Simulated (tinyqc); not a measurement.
Elastic trap-assisted tunnelling through a dielectric: one step of the calculation.

Emitter at x = 0 (Fermi level 0), collector at x = t (Fermi level -V), band edge U(x) = phi - F x, F = V/t. A trap at x has the energy E = U(x) - Et. With G(u) = (4/(3 F)) sqrt(mo/C) max(u, 0)^1.5, C = hbar^2/(2 m0): S1 = G(phi - E) - G(Et), S2 = G(Et) - G(phi - V - E), T1,2 = exp(-S1,2). The steady rate through one trap is nu T1 T2 (f1 - f2)/(T1 + T2), f1 = f(E), f2 = f(E + V), f(y) = 1/(1 + exp(y/Vt)); both contacts offer states at E.

Problem. Rate through a trap near the best position. n equally spaced x from xa to xb, where nearly all of the current flows; J = q Nt times the integral of the rate, by Simpson's rule.

Parameters, values chosen for the exercise; dielectric values close to those of silicon dioxide:
```
symbol,value,unit,meaning
T,350,K,temperature
phi,3.04,eV,barrier above the emitter Fermi level
mo,0.52,m0,tunnelling mass
t,5.3,nm,thickness
Et,2.74,eV,trap depth below the band edge of the dielectric
Nt,4.1e18,cm^-3,trap density
nu,1e13,1/s,attempt frequency
n,9,,points of the grid
V,1.76,V,voltage
xa,1.93,nm,left end of the grid
xb,2.91,nm,right end of the grid
```

Constants: q = 1.602176634e-19 C, kB = 1.380649e-23 J/K, hbar = 1.054571817e-34 J s, m0 = 9.1093837015e-31 kg, Vt = kB T/q, hbar^2/(2 m0) = 0.0380998212 eV nm^2. Results are converted to the units shown.

Give: x; E; S1; S2; f1 - f2; rate; J.

Solution.

```
point	x (nm)	E (eV)	S1	S2	f1 - f2	rate (1/s)
0	1.9300	-0.34091	24.936	36.666	0.99999	0.0011915
1	2.0525	-0.38158	26.605	35.507	1.0000	0.0037987
2	2.1750	-0.42226	28.284	34.333	1.0000	0.012259
3	2.2975	-0.46294	29.973	33.145	1.0000	0.038686
4	2.4200	-0.50362	31.672	31.943	1.0000	0.076060
5	2.5425	-0.54430	33.381	30.727	1.0000	0.029737
6	2.6650	-0.58498	35.099	29.498	1.0000	0.0056875
7	2.7875	-0.62566	36.828	28.255	1.0000	0.0010137
8	2.9100	-0.66634	38.565	26.999	1.0000	1.7837e-4
```

J = 1.2937e-9 A/cm^2

Range of the model: Phonon-assisted (inelastic) capture, chains of traps and a spread of trap depths are left out.

Computed by the program tinyqc: `OMP_NUM_THREADS=1 python tinyqc.py 2370126 2370127 out.jsonl`, one thread of a shared Intel Xeon 2.30GHz, about 0.04 s for the whole run.
